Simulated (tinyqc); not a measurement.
Moment against the Stoner parameter: Stoner model of a band ferromagnet.

Density of states per atom and spin: semi-elliptic, D(e) = (8 M/(pi W^2)) sqrt(W^2/4 - e^2). Levels e -/+ I m/2 for up and down spin, m = n_up - n_down, n_up + n_down = nd. At zero temperature e(N) is the energy below which N states lie, and E(m) = sum over spins of integral e D de - I m^2/4.

Values chosen for the exercise: W = 5.8 eV (band width, e from -W/2 to W/2); M = 5 (states per atom and spin); nd = 7.03 (electrons per atom).

Lowest state for each I.

Results:
```
I (eV)  I D(EF)  m (muB)  E - E(0) (meV)
0.58      0.602    0.000             0.0
0.77      0.799    0.000             0.0
0.87      0.903    0.000             0.0
0.97      1.007    0.945            -0.8
1.06      1.100    2.774          -112.7
1.21      1.256    2.970          -437.4
1.45      1.505    2.970          -966.7
1.74      1.806    2.970         -1606.2
```

What does the comparison show?

A moment first appears at I = 0.97 eV of those listed, where I D(EF) = 1.007. It is saturated at 2.970 from I = 1.21 eV on.

Computed by tinyqc, a small Python program: `OMP_NUM_THREADS=1 python tinyqc.py 1680035 1680036 out.jsonl` (the numbers bound the seed that draws the inputs); one thread of a shared host (Intel(R) Xeon(R) Processor @ 2.30GHz), about 0.2 s for the whole set of steps.
